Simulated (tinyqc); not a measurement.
Six-transistor SRAM cell, nodal equations and margins: one step of the calculation.

Two cross-coupled inverters (pull-down bn, pull-up bp) hold the nodes Q and QB; access transistors (ba, threshold VTn, gate on the word line at Vdd when selected) join them to the bit lines. Transistor (EKV form, voltages against the body): I = 2 n b Vt^2 [F(vp - Vs) - F(vp - Vd)] from drain to source, F(v) = ln^2(1 + exp(v/(2 Vt))), vp = (Vg - VT + sg |Vd - Vs|)/n. n-channel bodies are at 0; for the p-channel device all voltages are counted down from Vdd. b in uA/V^2 gives I in uA. For an access transistor the bit line is the drain and the node the source. In a read both bit lines are at Vdd. The cell is symmetric (no mismatch).

Problem. Read current and disturbance. Iread = Ia(bit line at Vdd, source Q); cell ratio bn/ba; time to pull a bit line of 20 fF down by 0.1 V at that current.

Inputs (values chosen for the exercise): temperature T = 300 K; supply voltage Vdd = 0.8 V; slope factor n = 1.19; drain-induced barrier lowering sg = 0.023; n-channel threshold VTn = 0.3 V; gain factor of the pull-down transistor bn = 700 uA/V^2; gain factor of the access transistor ba = 470 uA/V^2.

Constants: q = 1.602176634e-19 C, kB = 1.380649e-23 J/K, Vt = kB T/q. Results are converted to the units shown.

(Q, QB) (V): Q 0.10039882, QB 0.79997660

Wanted: Iread; cell ratio; time.

Solution.

Iread = 31.08 uA
cell ratio = 1.489
time = 64.35 ps

Program tinyqc, `OMP_NUM_THREADS=1 python tinyqc.py 2340034 2340035 out.jsonl`; Intel Xeon 2.30GHz, shared host, one thread, about 0.1 s.
